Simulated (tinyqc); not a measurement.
Comparisons within one model: Wannier functions of a composite (isolated) pair of valence bands (bonds of an sp chain). A value that a table varies takes the place of the one given here.

Each atom has a hybrid pointing left (<) and right (>). H(k): diagonal +V3 on A, -V3 on B; <A<|A>> = -V1a, <B<|B>> = -V1b, <A>|B<> = -V2, <B>|A<> = -V2p exp(ik); k in 1/a, Bloch sums with exp(ikR). The two lowest bands are filled. Trial functions in cell 0: g1 = cos(c) A> + sin(c) B<, and g2 = sin(c) B> + cos(c) A< of cell 1, whose Bloch vector has cos(c) exp(-ik) on A<. Projection A_mn = <psi_m|g_n>, S = A^+ A, Loewdin U = A S^(-1/2), Bloch-like states w_n = sum_m psi_m U_mn, H_W(k) = U^+ diag(E) U. P = sum_m |psi_m><psi_m| is free of phase choices, and S = g^+ P g, w = P g S^(-1/2).

Inputs chosen for the exercise: V2 = 3.17 eV (coupling in the bond A-B inside the cell); V2p = 4.62 eV (coupling in the bond to the next cell); V1a = 1 eV (coupling of the two hybrids on A); V1b = 1.58 eV (the same on B); V3 = 1.49 eV (A at +V3, B at -V3); xb = 0.56 a (position of B (A at 0)); c = 65 degrees (trial bonds cos(c) on A, sin(c) on B).

## Choice of the trial bonds

N = 12; centres and spreads in real space with point-like hybrids at R and R + xb; smallest eigenvalue of S over the mesh.

Trial angle:
```
c (deg)  smallest S  centre 1 (a)  centre 2 (a)  sum of centres  total spread (a^2)  H_12(R = 0), mean over k (eV)
15            0.445        0.3977        0.7140          1.1118              0.1160                        -1.0736
30            0.701        0.3977        0.7140          1.1118              0.1156                        -1.0683
45            0.903        0.3977        0.7140          1.1118              0.1154                        -1.0641
55            0.977        0.3977        0.7140          1.1118              0.1154                        -1.0615
65            0.900        0.3978        0.7140          1.1118              0.1153                        -1.0588
75            0.774        0.3978        0.7140          1.1118              0.1153                        -1.0559
85            0.614        0.3978        0.7140          1.1118              0.1154                        -1.0526
```

What does this show, and why?

The sum of the centres stays at 1.1118 a within 0.0000: it gives the electronic polarisation, modulo a, and is fixed by the filled space. Single centres move by up to 0.0001 a and H_12(0), a matter of gauge, moves by 21 meV. The total spread runs only from 0.1153 to 0.1160 a^2, so the orthogonalisation repairs even poor trials; the projection is best at c = 55 degrees among these rows, and the two bonds, isolated, have c = 58 and 54.

## Interpolating the pair or each band alone

Largest error on 25 points from 0 to pi. Pair: diagonalise the Hermitian part of sum_R exp(ikR) H(R) over the N cells nearest the origin, with H(R) the mean of exp(-ikR) H_W(k) on the mesh k = 2 pi j/N. Alone: the cosine series of each sorted band on the same mesh.

Errors (meV):
```
N       pair  each band alone
3   10.48087         24.29624
4    0.77429          2.19028
5    0.42837          2.83297
6    0.03457          0.26472
8    0.00174          0.03866
10   0.00010          0.00534
14   0.00000          0.00013
```

smallest spacing of the two filled bands = 2.0032 eV

What does this show, and why?

At N = 6 the pair errs by 0.035 meV and the single bands by 0.26; at N = 10, 0.00010 against 0.0053. Both fall exponentially: the pair at a rate tied to the gap to the empty bands (5.47 eV), the single bands at a slower one tied to their own spacing (2.003 eV at the closest). Not every column falls at every step, since even meshes hold k = pi and odd ones do not.

## What each parameter does

N = 12: centres, total spread (point-like hybrids at R and R + xb) and H_12(0). Each row changes one parameter from the base and keeps the others.

Results:
```
case           centre 1 (a)  centre 2 (a)  total spread (a^2)  H_12(0) (eV)
base                 0.3978        0.7140              0.1153       -1.0588
V2 = 3.57 eV         0.3865        0.7135              0.1172       -1.0477
V2p = 5.02 eV        0.3981        0.7188              0.1153       -1.0482
V1a = 1.2 eV         0.3967        0.7151              0.1165       -1.0544
V1b = 1.78 eV        0.3981        0.7137              0.1168       -1.1915
V3 = 1.89 eV         0.4216        0.6988              0.1061       -1.1220
xb = 0.61 a          0.4328        0.7461              0.1179       -1.0588
```

What can be read from the table?

The largest shifts from the base row, up to three for each result and ties (the steps differ in size, so this ranks the rows, not the parameters). centre 1 (a): xb +0.0350, V3 +0.0239, V2 -0.0113. centre 2 (a): xb +0.0321, V3 -0.0152, V2p +0.0048. total spread (a^2): V3 -0.0092, xb +0.0026, V2 +0.0019; unchanged at the printed digits by V2p. H_12(0) (eV): V1b -0.1327, V3 -0.0633, V2 +0.0111; unchanged at the printed digits by xb.

Run: tinyqc, `OMP_NUM_THREADS=1 python tinyqc.py 1450841 1450842 out.jsonl`; Intel(R) Xeon(R) Processor @ 2.30GHz, one thread, shared host; about 0.2 s of CPU time with all checks.
